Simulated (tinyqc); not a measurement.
Worked calculation: UHF in the 3-21g basis, for H3, spin multiplicity 2. This run ends on a higher stationary point, not on the lowest solution. One step of it, computed by the program tinyqc.

Problem. Iteration 3: DIIS coefficients. Solve [B -1; -1 0][c; lambda] = [0; -1] for the coefficients, which sum to one.

B (overlaps of the stored error matrices):
```
[[2.8570926e-01, 6.1903339e-02, 1.3808172e-03],
 [6.1903339e-02, 1.4806980e-02, 8.1255643e-04],
 [1.3808172e-03, 8.1255643e-04, 2.1088273e-04]]
```

Give: DIIS coefficients.

Solution.

DIIS coefficients: [0.1010, -0.4969, 1.3959]
